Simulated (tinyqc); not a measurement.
Inter-valley coupling by envelope functions against a chain of atomic planes: one step. One plane of added Ge, to first order. Two cases, with inputs chosen for the exercise.

Task: F_j is the envelope on plane j (sum F_j^2 = 1) and Dv the coupling of the two valleys, which split by 2|Dv|. A single plane has Fourier weight at all wavelengths: it adds dE xs F_j^2 to |Dv|, so the splitting is about 2 dE xs F_j^2 if this term rules, and the mean of the doublet rises by dE xs F_j^2.

Case 1.

Values chosen (out of a larger set: near those of the Delta valleys of silicon in a SiGe well; not measured data): dE = 0.51 eV (offset per unit Ge fraction); js = 40 (plane j of a Ge spike (the well starts at j = 30)); xs = 0.1 (Ge fraction added on that plane).

F_j^2 of the smooth well on that plane = 0.0174206

Case 2.

Values chosen (out of a larger set: near those of the Delta valleys of silicon in a SiGe well; not measured data): dE = 0.62 eV (offset per unit Ge fraction); js = 41 (plane j of a Ge spike (the well starts at j = 30)); xs = 0.19 (Ge fraction added on that plane).

F_j^2 of the smooth well on that plane = 0.0331430

Give: splitting; rise of the mean level.

Result:

Case 1.

splitting = 1777 micro-eV
rise of the mean level = 0.888 meV

The chain with the spike gives 1333 micro-eV and a rise of 0.667 meV; the envelope solved with the spike gives 1305. First order is +33 % off: the state draws back from the spike, which the envelope solved anew includes.

Case 2.

splitting = 7808 micro-eV
rise of the mean level = 3.904 meV

The chain with the spike gives 5071 micro-eV and a rise of 2.535 meV; the envelope solved with the spike gives 4854. First order is +54 % off: the state draws back from the spike, which the envelope solved anew includes.

Computed by tinyqc, one run a case: `OMP_NUM_THREADS=1 python tinyqc.py N N+1 out.jsonl` with N = 1480601, 1480655; one thread of a shared Intel(R) Xeon(R) Processor @ 2.30GHz, about 0.1 s a run at most.
